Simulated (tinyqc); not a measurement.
Inside a calculation. Method: Rayleigh-quotient iteration on a symmetric matrix. Computed by tinyqc, a small Python program that keeps every step. Settings: method = rayleigh, shift = 1.28. Command: `OMP_NUM_THREADS=1 python tinyqc.py 21925 21926 out.jsonl` (the two numbers bound the seeds that draw the settings). One thread of a shared host (Intel(R) Xeon(R) Processor @ 2.60GHz), about 0.01 s of CPU time with the checks.

## Step 1

A:
$$\begin{pmatrix}
0.720000 & 0.168000 & -0.030000 & -0.066000 & -0.142000 & 0.199000 \\
0.168000 & 1.370000 & -0.085000 & -0.065000 & 0.090000 & 0.490000 \\
-0.030000 & -0.085000 & 2.411000 & -0.489000 & -0.021000 & -0.501000 \\
-0.066000 & -0.065000 & -0.489000 & 2.611000 & -0.284000 & 0.373000 \\
-0.142000 & 0.090000 & -0.021000 & -0.284000 & 2.638000 & -0.073000 \\
0.199000 & 0.490000 & -0.501000 & 0.373000 & -0.073000 & 3.614000
\end{pmatrix}$$

vector v at the start: [0.408248, 0.408248, 0.408248, 0.408248, 0.408248, 0.408248]

shift = 1.280000

solve (A - shift) w = v; v' = w/|w| with its largest component positive (the first on a tie); lambda = v'^T A v'; the next shift is lambda.

vector after step 1: [0.206790, 0.942109, 0.014681, 0.114552, -0.034653, -0.234799]

Rayleigh quotient after step 1 = 1.272603

## Step 2

As before.

vector after step 2: [0.195795, 0.944701, 0.027403, 0.123396, -0.028058, -0.228995]

Rayleigh quotient after step 2 = 1.272414

## Course of the iteration

Stop when the residual |A v - lambda v| is below 1e-9.

Steps:
```
step      lambda  residual
1     1.27260293  1.64e-02
2     1.27241386  3.99e-06
3     1.27241386  2.37e-16
```

all eigenvalues, for comparison: [0.660591, 1.272414, 1.945802, 2.527113, 2.867720, 4.090360]

Converged in 3 steps.
